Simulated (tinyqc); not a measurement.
# Changing the density rho_2

Model: longitudinal sound in a periodic multilayer: transfer matrices, stop bands and folded phonons. Computed by tinyqc, a small Python program. Command: `OMP_NUM_THREADS=1 python tinyqc.py 3006742 3006743 out.jsonl multilayer sweep`. One thread of a shared host (Intel(R) Xeon(R) Processor @ 2.30GHz), about 0.01 s of CPU time with the checks.

Layers 1 and 2 repeat with period d = d_1 + d_2; waves travel normal to the layers, without loss. State vector (u, s): displacement u and stress divided by omega. Impedances Z = rho v are in 1e6 kg/(m^2 s).

Inputs (values chosen for the exercise, modelled on gallium arsenide (layer 1), aluminium arsenide (layer 2) and gallium arsenide (substrate)):

| quantity | value | unit |
|---|---|---|
| density rho_1 | 5.31 | g/cm^3 |
| velocity v_1 | 4820 | m/s |
| thickness d_1 | 843 | nm |
| velocity v_2 | 5550 | m/s |
| thickness d_2 | 1010 | nm |
| substrate density | 5.23 | g/cm^3 |
| substrate velocity | 4790 | m/s |
| periods N | 5 | - |

Method:
- Z = rho v; interface reflection r = (Z_2 - Z_1)/(Z_2 + Z_1) (stress amplitude, from 1 into 2); Bragg frequency f_B = 1/[2 (d_1/v_1 + d_2/v_2)]; long-wave velocity v_eff = d/sqrt[(d_1/v_1)^2 + (d_2/v_2)^2 + (Z_1/Z_2 + Z_2/Z_1)(d_1/v_1)(d_2/v_2)].
- A layer maps (u, s) by [[cos p, sin p/Z], [-Z sin p, cos p]], p = 2 pi f d_i/v_i; one period is M = M_2 M_1, and cos(q d) = trace(M)/2.
- For N periods A = M^N. A wave comes from a thick layer of material 1 and leaves into the substrate (Z_s): transmitted power T = 4 Z_1 Z_s/|Z_1 A_22 + Z_s A_11 - i (Z_1 Z_s A_12 - A_21)|^2, reflected power R = 1 - T.
- Gap m contains m f_B; its edges, where trace(M)/2 = (-1)^m, are found by root search. Weak-contrast estimate of the width: (4 f_B/pi) |r sin(m pi a)|, a = (d_1/v_1)/(d_1/v_1 + d_2/v_2).

One run for each value:

| density rho_2 (g/cm^3) | width/f_B (%) | transmitted power at f_B | interface reflection r | long-wave velocity v_eff (m/s) |
|---|---|---|---|---|
| 5.07 | 6.0 | 7.978e-01 | 0.0474 | 5186 |
| 7.14 | 27.6 | 4.836e-02 | 0.2152 | 5071 |
| 10.00 | 48.1 | 1.708e-03 | 0.3688 | 4826 |
| 14.10 | 67.7 | 5.509e-05 | 0.5071 | 4475 |
| 19.90 | 85.7 | 1.759e-06 | 0.6237 | 4059 |
| 28.00 | 101.7 | 5.787e-08 | 0.7172 | 3619 |
| 39.30 | 115.9 | 1.952e-09 | 0.7900 | 3184 |
| 55.30 | 128.3 | 6.416e-11 | 0.8461 | 2768 |

Describe and explain the trends.

Over the rows, width/f_B (%) rises from 6.03 to 128 (exponent d ln y / d ln x 4.4 between the first rows and 0.30 between the last); transmitted power at f_B falls from 0.798 to 6.42e-11 (exponent d ln y / d ln x -8.2 between the first rows and -10.0 between the last); interface reflection r rises from 0.0474 to 0.846 (exponent d ln y / d ln x 4.4 between the first rows and 0.20 between the last). Contrast widens the gap and deepens it; it also slows long waves, since the soft layer sets the stiffness and the heavy one the mass.

Caution (rows 28.0, 39.3, 55.3): so small a transmitted power at f_B holds only for perfect layers and strictly normal incidence.
